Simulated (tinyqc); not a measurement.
# Input admittance of a MOSFET at zero drain bias: distributed channel and distributed gate: what changes with what

Source and drain grounded, strong inversion, w = 2 pi f, Cox = eps0 eox/tox. The channel is an RC line of resistance 1/(mu Cox Vo) per square fed from both ends, so one finger has the intrinsic admittance y = i w Cox L tanh(g)/g per width, g = (1/2) sqrt(i w tau), tau = L^2/(mu Vo). The vertical resistance rv/L is in series with y, the overlaps 2 i w Cov in parallel: y_t = 1/(1/y + rv/L) + 2 i w Cov. The gate strip is a line of Rsh/L per length loaded by y_t, so a finger has Y = y_t Wf tanh(k)/k, k = (Wf/sd) sqrt(y_t Rsh/L); the device has Nf Y.

Values chosen for this exercise; values of the order met in silicon radio-frequency transistors:
- eox = 3.9 (relative permittivity of the gate insulator (close to silicon dioxide))
- tox = 3.8 nm (insulator thickness)
- L = 0.14 um (channel length)
- Wf = 11 um (finger width)
- Nf = 64 (number of fingers)
- mu = 230 cm^2/(V s) (channel mobility)
- Vo = 0.58 V (gate overdrive)
- Rsh = 14 ohm/square (sheet resistance of the gate)
- rv = 0 ohm um^2 (vertical resistivity of the gate stack)
- sd = 1 (number of ends at which a finger is contacted)
- Cov = 0.38 fF/um (overlap and fringe capacitance on each side)
- f = 8.7 GHz (frequency)

Constants: eps0 = 8.8541878128e-14 F/cm where lengths are in cm. Results are converted to the units shown.

Each table varies one quantity; the others keep the values above.

## Input impedance against frequency

Low-frequency limits, with c = Cox L and ct = c + 2 Cov: R_strip = Rsh Wf/(3 sd^2 L Nf), R_ch = (c/ct)^2 L/(12 mu Cox Vo Wf Nf), R_vert = (c/ct)^2 rv/(L Wf Nf), C = ct Wf Nf. Z = 1/(Nf Y) = R + 1/(i w C), Q = |Im Z|/R, far-point signal |1/cosh k|.

The same in every row: low-frequency R (ohm) = 5.7827.

Result of one run:
```
f (GHz)    w tau     |k|  R (ohm)  C (fF)        Q  signal at the far point
40       0.36927  2.4853   4.7631  884.87  0.94403                  0.34867
```

What becomes of these results when the frequency f is changed from 40 to 0.6 GHz, all else the same?

Result of the changed run:
```
f (GHz)      w tau      |k|  R (ohm)  C (fF)       Q  signal at the far point
0.6      0.0055390  0.30447   5.7824  1430.4  32.070                  0.99927
```

The whole series:
```
f (GHz)      w tau      |k|  R (ohm)  C (fF)        Q  signal at the far point
0.09     8.3085e-4  0.11792   5.7827  1430.7   213.75                  0.99998
0.2      0.0018463  0.17578   5.7827  1430.6   96.189                  0.99992
0.6      0.0055390  0.30447   5.7824  1430.4   32.070                  0.99927
2         0.018463  0.55588   5.7792  1427.6   9.6451                  0.99199
5         0.046158  0.87892   5.7605  1412.1   3.9133                  0.95281
10        0.092317   1.2430   5.6953  1360.2   2.0545                  0.84271
40         0.36927   2.4853   4.7631  884.87  0.94403                  0.34867
100        0.92317   3.9243   3.2001  527.24  0.94331                  0.11653
300         2.7695   6.7128   1.9311  315.60  0.87048                 0.012648
```

R falls from 5.78 to 1.93 ohm and C falls from 1430 to 316 fF. Q goes as f^(-1.00) between the first two rows and f^(-0.07) between the last two, where w tau = 2.77 and |k| = 6.71. The low-frequency limits hold both R and C within 5 % up to f = 10 GHz among the rows.

## Effect of the gate overdrive

Same model as above.

Result of one run:
```
Vo (V)    w tau    |k|  R (ohm)  low-frequency R (ohm)  C (fF)      Q  signal at the far point
1.25    0.03727  1.159    5.689                  5.754    1376  2.337                   0.8753
```

What becomes of these results when the gate overdrive Vo is changed from 1.25 to 0.5 V, all else the same?

Result of the changed run:
```
Vo (V)    w tau    |k|  R (ohm)  low-frequency R (ohm)  C (fF)      Q  signal at the far point
0.5     0.09317  1.159    5.724                  5.791    1376  2.322                   0.8739
```

The whole series:
```
Vo (V)    w tau    |k|  R (ohm)  low-frequency R (ohm)  C (fF)      Q  signal at the far point
0.2      0.2329  1.159    5.814                  5.885    1376  2.286                   0.8705
0.35     0.1331  1.159    5.750                  5.818    1376  2.311                   0.8729
0.5     0.09317  1.159    5.724                  5.791    1376  2.322                   0.8739
0.65    0.07167  1.159    5.711                  5.777    1376  2.327                   0.8745
0.8     0.05823  1.159    5.702                  5.768    1376  2.331                   0.8748
0.95    0.04903  1.159    5.696                  5.762    1376  2.333                   0.8750
1.1     0.04235  1.159    5.692                  5.757    1376  2.335                   0.8752
1.25    0.03727  1.159    5.689                  5.754    1376  2.337                   0.8753
```

As Vo goes from 0.2 to 1.25, R falls from 5.81 to 5.69 ohm, C stays near 1380 fF and Q rises from 2.29 to 2.34. Only the channel term depends on Vo.

tinyqc, about 0.01 s, one thread, Intel Xeon 2.30GHz (shared host): `OMP_NUM_THREADS=1 python tinyqc.py 2262099 2262100 out.jsonl`
